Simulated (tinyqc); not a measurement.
The diagram with and without ligand: potential-pH (Pourbaix) lines of a metal, its cation, its oxide and an oxyanion, with a complexing ligand. Computed by tinyqc, a small Python program. Command: `OMP_NUM_THREADS=1 python tinyqc.py 3015580 3015581 out.jsonl pourb walk`. One thread of a shared host (Intel(R) Xeon(R) Processor @ 2.30GHz), about 0.02 s of CPU time with the checks.

Potentials are against the standard hydrogen electrode; solids and water have unit activity; dG_f of M, H+ and the electron is zero; F = e N_A and s = R T ln(10)/F. The cation carries z = 2.

Inputs (values chosen for the exercise, modelled on cobalt):
```
quantity                                      value    unit
dG_f of the cation                           -54.99  kJ/mol
dG_f of the oxide                           -212.68  kJ/mol
dG_f of the oxyanion                        -289.11  kJ/mol
dG_f of water                               -237.14  kJ/mol
temperature T                                298.15       K
log10 of the dissolved activity a                -6       -
log10 of the stability constant beta of ML      6.8       -
pKa of HL                                       9.5       -
total ligand c_L                              0.035   mol/L
```

Species: M, M2+, MO, MO2(2-).

Constants: R = 8.314462618 J/(mol K); e = 1.602176634e-19 C; N_A = 6.02214076e+23 1/mol.

Method. M2+ + 2e = M; MO + 2H+ + 2e = M + H2O; MO2(2-) + 4H+ + 2e = M + 2H2O. For each, E0 = -dG/(z F), and E = E0 + (s/z) log10 a - (s n_H/z) pH, with no activity term for the oxide. The free ligand is c_L/(1 + 10^(pKa - pH)) (ligand in excess); dissolved metal is a in all, so the free cation is a/alpha, alpha = 1 + beta [L]; the cation line drops by (s/z) log10 alpha.

E0 (V): cation -0.284966, oxide 0.126755, oxyanion 0.959576

s = 0.0591593 V

Lines against the metal (V); the species with the lowest line is stable above it:
```
pH    cation     oxide  oxyanion  stable above  cation with ligand  stable above, ligand
0   -0.46244   0.12676   0.78210        cation            -0.46244             dissolved
2   -0.46244   0.00844   0.54546        cation            -0.46253             dissolved
4   -0.46244  -0.10988   0.30882        cation            -0.46925             dissolved
5   -0.46244  -0.16904   0.19050        cation            -0.48913             dissolved
6   -0.46244  -0.22820   0.07219        cation            -0.51717             dissolved
7   -0.46244  -0.28736  -0.04613        cation            -0.54655             dissolved
8   -0.46244  -0.34652  -0.16445        cation            -0.57575             dissolved
9   -0.46244  -0.40568  -0.28277        cation            -0.60220             dissolved
10  -0.46244  -0.46484  -0.40109         oxide            -0.61699             dissolved
12  -0.46244  -0.58316  -0.63773      oxyanion            -0.62048              oxyanion
14  -0.46244  -0.70148  -0.87436      oxyanion            -0.62052              oxyanion
```

What does the comparison show, and why?

Without ligand the oxide holds 1 of the eleven rows (pH 10 to 10), with it 0. The ligand acts once beta [L] exceeds 1, from pH = pKa - log10(beta c_L) = 4.2 on; its line then falls by at most s/z per pH unit and flattens beyond pKa, 0.158 V below the free cation at most. The oxide line falls faster, by s per pH unit.

Extremes, crossings and ranges named in words are read from the listed rows.
